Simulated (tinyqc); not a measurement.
# Nanowire ballistic transistor, top-of-the-barrier model: two studies

At the top of the source barrier, states moving towards the drain are filled by the source (Fermi level 0) and states moving back by the drain (Fermi level -q Vd); nothing scatters. U is the shift of the band edge there, set by the capacitances CG, CD and CS (the total) and by the charge. Parabolic one-dimensional subbands; the source is grounded.

Values chosen for this exercise; mass and valleys close to those of germanium: temperature T = 150 K; effective mass m = 0.118 m0; valley degeneracy gv = 4; relative permittivity of the gate insulator eox = 3.9; insulator thickness tox = 3.1 nm; wire diameter d = 4 nm; offset of a second subband (0: none) dE = 0.15 eV; gate control CG/CS aG = 0.87; drain control CD/CS aD = 0.054; band edge at the barrier top above the source Fermi level at zero bias E0 = 0.3 eV.

Constants: q = 1.602176634e-19 C, kB = 1.380649e-23 J/K, hbar = 1.054571817e-34 J s, h = 6.62607015e-34 J s, m0 = 9.1093837015e-31 kg, Vt = kB T/q, eps0 = 8.8541878128e-14 F/cm where lengths are in cm. Results are converted to the units shown.

Each table varies one quantity; the others keep the values above.

## Effect of the band edge at the barrier top above the source Fermi level at zero bias

N0 = gv sqrt(2 m kB T/pi)/hbar, CG = 2 pi eps0 eox/ln(1 + 2 tox/d), CS = CG/aG, n0 = n at U = 0 and Vd = 0. eta1 = -(E0 + U)/Vt, eta2 = eta1 - Vd/Vt, n = (N0/2)[F_(-1/2)(eta1) + F_(-1/2)(eta2)], F_(-1/2)(x) = (1/sqrt(pi)) int_0^infinity u^(-1/2)/(1 + exp(u - x)) du. Each F is summed over the two subbands, F(eta) + F(eta - dE/Vt), which share the mass. U = UL + q (n - n0)/CS with UL = -(aG Vg + aD Vd), energies in eV. I = gv (2 q^2/h) Vt [ln(1 + exp eta1) - ln(1 + exp eta2)], summed over both subbands. CQ = (q/Vt) dn/d(eta1).

In this table Vg = 0.5 V, Vd = 0.5 V.

Effect of the band edge at the barrier top above the source Fermi level at zero bias:

| E0 (eV) | eta1 | n (cm^-1) | I (uA) | mean velocity I/(q n) (cm/s) | CQ/CS |
|---|---|---|---|---|---|
| 0.1 | 4.251 | 5.108e6 | 17.09 | 2.088e7 | 3.122 |
| 0.15 | 3.357 | 4.467e6 | 13.59 | 1.898e7 | 3.568 |
| 0.2 | 2.552 | 3.808e6 | 10.53 | 1.725e7 | 4.058 |
| 0.25 | 1.820 | 3.134e6 | 7.892 | 1.572e7 | 4.488 |
| 0.3 | 1.131 | 2.451e6 | 5.651 | 1.439e7 | 4.688 |
| 0.35 | 0.4414 | 1.767e6 | 3.758 | 1.327e7 | 4.441 |
| 0.4 | -0.3262 | 1.101e6 | 2.176 | 1.234e7 | 3.543 |
| 0.45 | -1.361 | 4.920e5 | 0.9146 | 1.160e7 | 1.953 |

What does the comparison show?

As E0 goes from 0.1 to 0.45 eV, n falls from 5.11e6 to 4.92e5 cm^-1, the mean velocity falls from 2.09e7 to 1.16e7 cm/s and the current falls from 17.1 to 0.915 uA. CQ/CS goes from 3.1 to 2.0.

## Effect of the drain control CD/CS

Same model as above.

CQ = (q/Vt) dn/d(eta1). E0 is held fixed.

In this table Vg = 0.5 V, Vd = 0.5 V.

Effect of the drain control CD/CS:

| aD | eta1 | n (cm^-1) | I (uA) | mean velocity I/(q n) (cm/s) | CQ/CS |
|---|---|---|---|---|---|
| 0 | 0.76240 | 2.0809e6 | 4.5883 | 1.3762e7 | 4.6246 |
| 0.017 | 0.87891 | 2.1972e6 | 4.9124 | 1.3954e7 | 4.6608 |
| 0.033 | 0.98803 | 2.3068e6 | 5.2261 | 1.4140e7 | 4.6808 |
| 0.05 | 1.1037 | 2.4233e6 | 5.5690 | 1.4344e7 | 4.6882 |
| 0.067 | 1.2193 | 2.5398e6 | 5.9218 | 1.4553e7 | 4.6824 |
| 0.084 | 1.3352 | 2.6562e6 | 6.2848 | 1.4768e7 | 4.6646 |
| 0.1 | 1.4447 | 2.7657e6 | 6.6360 | 1.4976e7 | 4.6378 |
| 0.117 | 1.5617 | 2.8819e6 | 7.0195 | 1.5203e7 | 4.5998 |

What does the comparison show?

As aD goes from 0 to 0.117, n rises from 2.08e6 to 2.88e6 cm^-1, the mean velocity rises from 1.38e7 to 1.52e7 cm/s and the current rises from 4.59 to 7.02 uA. CQ/CS stays near 4.6.

Computed by the program tinyqc: `OMP_NUM_THREADS=1 python tinyqc.py 2400158 2400159 out.jsonl`, one thread of a shared Intel Xeon 2.30GHz, about 0.07 s for the whole run.
